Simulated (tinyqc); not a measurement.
# Equilibrium crystal shape, supported particles, Gibbs-Thomson effect and coarsening, step by step

A worked calculation. Computed by tinyqc, a small Python program that keeps every step. Command: `OMP_NUM_THREADS=1 python tinyqc.py 3020377 3020378 out.jsonl wulff walk`. One thread of a shared host (Intel(R) Xeon(R) Processor @ 2.30GHz), about 0.06 s of CPU time with the checks. Intermediate numbers are printed to about 6 digits and carried at full precision; extremes and crossings named in words are read from the listed rows.

A cubic crystal bounded by {100}, {110} and {111} facets only.

Inputs (values chosen for the exercise, for a model metal):
```
quantity                                value      unit
lattice constant a                       4.07  angstrom
first-neighbour bond energy e1          0.338        eV
second-neighbour bond energy e2          0.15        eV
atoms in the particle N                  3200         -
work of adhesion W_a                      1.5     J/m^2
temperature T                             850         K
precipitate interface energy gamma_i     0.32     J/m^2
solubility x_inf at a flat interface    0.012         -
diffusivity D                         2.3e-20     m^2/s
mean radius at the start r0                16        nm
time t                                 310000         s
```

Surface energies: broken bonds, fcc.

Constants: 1 eV/angstrom^2 = 16.02176634 J/m^2; e = 1.602176634e-19 C; k_B = 8.617333262e-05 eV/K; k_B = 1.380649e-23 J/K.

## Surface energies from broken bonds

A cut with normal n breaks sum_R |R.n|/(2 Omega) bonds per area (R over all neighbours of a shell) and makes two surfaces: gamma = sum over shells e_s sum_R |R.n|/(4 Omega). fcc: 12 neighbours a/2 (1,1,0), 6 at a (1,0,0), Omega = a^3/4.

gamma (J/m^2): (100) 1.59783, (110) 1.79735, (111) 1.63505

Omega = 16.8548 angstrom^3

The lowest energy belongs to (100).

## The Wulff shape

Wulff construction: the facet planes lie at distances lambda gamma from the centre, and the shape is the region inside all of them; V = (1/3) sum of area x distance. gamma_mean = sum A gamma / sum A; shape factor eta = A/V^(2/3) (4.836 for a sphere). lambda follows from V = N Omega.

area fractions: {100} 0.401736, {110} 0.159123, {111} 0.439141

gamma_mean = 1.64593 J/m^2

shape factor eta = 5.12282

distances of the planes from the centre (nm): {100} 2.14795, {110} 2.41616, {111} 2.19799

surface energy per atom = 0.234769 eV

Present: {100}, {110}, {111}. Caution: below a few thousand atoms edges and corners add to the energy and facets hold few atoms.

## Chemical potential of the particle

For the Wulff shape mu - mu(bulk) = 2 Omega gamma/h, with gamma and h = lambda gamma the energy and distance of any one facet plane, here (111); the vapour pressure rises by exp[(mu - mu(bulk))/(k_B T)].

mu - mu(bulk) = 156.513 meV

pressure ratio = 8.47203

This is 2/3 of the surface energy per atom (0.6667), since the total surface energy goes as N^(2/3).

## The particle on a substrate

Winterbottom: the particle sits on its largest facet family, {111}, with energy gamma_f; the substrate plane cuts the shape at the distance lambda (gamma_f - W_a) below the centre. Height over that of the free particle at the same lambda = (2 gamma_f - W_a)/(2 gamma_f). An isotropic particle with gamma_mean has cos(theta) = W_a/gamma_mean - 1 (Young-Dupre); a film dewets into particles whenever W_a < 2 gamma.

relative height = 0.541299

contact angle theta = 95.0865 degrees

W_a is below gamma_f: more than half of the shape shows.

## Gibbs-Thomson solubility and coarsening

Spherical precipitates of nearly pure solute with atomic volume Omega: x(r) = x_inf exp(l/r), l = 2 gamma_i Omega/(k_B T). Diffusion-limited coarsening at small volume fraction (Lifshitz-Slyozov-Wagner): r^3 = r0^3 + K t, K = (4/9) D x_inf l; the number density falls as (r0/r)^3. The steady size distribution is assumed from the start, and D and x_inf are inputs that do not follow T.

capillary length l = 0.919181 nm

x(r0)/x_inf = 1.05913

rate constant K = 1.12753e-04 nm^3/s

mean radius at t = 16.0454 nm

number density over its start = 0.991539

The time to double the radius is 7 r0^3/K = 2.5e8 s; t is 0.0012 times that.

## Shape against the ratio gamma(100)/gamma(111)

Wulff construction: the facet planes lie at distances lambda gamma from the centre, and the shape is the region inside all of them; V = (1/3) sum of area x distance. gamma_mean = sum A gamma / sum A; shape factor eta = A/V^(2/3) (4.836 for a sphere). gamma(110)/gamma(111) is held at the value of this crystal.

Area fractions:
```
gamma(100)/gamma(111)    {100}     {110}     {111}      eta
0.550                  1.00000  0.000000  0.000000  6.00000
0.586                  0.99943  0.000000  0.000566  5.99757
0.704                  0.91040  0.000000  0.089600  5.73123
0.831                  0.67037  0.048262  0.281366  5.33455
0.977                  0.40209  0.158961  0.438954  5.12294
1.090                  0.25845  0.232314  0.509234  5.10835
1.270                  0.10336  0.339676  0.556968  5.18678
1.750                  0.00000  0.454120  0.545880  5.31939
```

{100} holds 100 % of the area in the first row and 0 % in the last; without {110} the limits are a cube below 1/sqrt(3) = 0.577 and an octahedron above sqrt(3) = 1.732. The roundest shape among these rows (eta = 5.108) is at the ratio 1.09; {110} shows in 5 rows.

Checks made by the program: volume against one third of area times distance (relative difference below 1e-10).
